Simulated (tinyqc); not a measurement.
## Film thickness from the threshold shift

Inverse problem. Undoped body with a flat potential across it, hard walls, transport along x. Three valley pairs (g = 2 each) with the longitudinal mass along x, y or z. Non-parabolicity enters the subband edges through E (1 + al E) = gamma, so E = 2 gamma/(1 + sqrt(1 + 4 al gamma)); motion within a subband is taken as parabolic with the band-edge mass. Energies are counted from the bulk band edge. gamma = C (pi k/(t + dl))^2/mz, C = hbar^2/(2 m0). Each subband has N_k = g sqrt(mx my) m0 kB T/(pi hbar^2); without degeneracy n = exp(EF/Vt) sum N_k exp(-E_k/Vt). Classical value Nc times t, Nc = sum over valleys of 2 g (m m0 kB T/(2 pi hbar^2))^1.5 with m = (mx my mz)^(1/3). Threshold shift dVT = Vt ln(classical value/sum N_k exp(-E_k/Vt)). Find t and the lowest subband edge.

Values chosen for this exercise; masses close to those of silicon: temperature T = 300 K; longitudinal mass ml = 0.91 m0; transverse mass mt = 0.188 m0; non-parabolicity al = 0.5 1/eV; widening of the box by penetration into the insulator dl = 0.3 nm.

Constants: q = 1.602176634e-19 C, kB = 1.380649e-23 J/K, hbar = 1.054571817e-34 J s, m0 = 9.1093837015e-31 kg, Vt = kB T/q, hbar^2/(2 m0) = 0.0380998212 eV nm^2. Results are converted to the units shown.

dVT = 12.100091 mV

Solution. dVT is evaluated for trial values of t with all subbands; between 1.5 and 25 nm one value matches.

t = 9.80 nm
E_1 = 4.04 meV

Computed by the program tinyqc: `OMP_NUM_THREADS=1 python tinyqc.py 2350105 2350106 out.jsonl`, one thread of a shared Intel Xeon 2.30GHz, about 0.08 s for the whole run.
